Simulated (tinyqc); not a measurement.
Minority carriers and saturation current of a heavily doped emitter: one step of the calculation.

n-type, parabolic bands, full ionisation. eta = (EF - Ec)/kB T solves N = Nc F12(eta), F12(x) = (2/sqrt(pi)) int_0^infinity sqrt(u)/(1 + exp(u - x)) du. The gap shrinks rigidly by dEg = E1 [ln(N/N0) + sqrt(ln^2(N/N0) + 0.5)], an empirical law that is here taken as the true narrowing.

Problem. Fermi level. Newton step on ln F12(eta) = ln(N/Nc): eta(new) = eta - ln(Nc F12/N) F12/Fm, Fm(x) = dF12/dx = (1/sqrt(pi)) int_0^infinity u^(-1/2)/(1 + exp(u - x)) du.

Parameters, values chosen for the exercise: conduction-band density of states at 350 K Nc = 2.67e19 cm^-3; ionised donor density N = 7.5e19 cm^-3.

eta at the start (Boltzmann value) = 1.0328

Find: F12; Fm; eta after iteration 1.

Solution.

F12 = 1.610
Fm = 1.042
eta after iteration 1 = 1.893

Range of the model: Band tails, non-parabolic bands and incomplete ionisation are left out.

Numbers from tinyqc (`OMP_NUM_THREADS=1 python tinyqc.py 2330074 2330075 out.jsonl`; about 0.01 s on one thread of a shared Intel Xeon 2.30GHz).
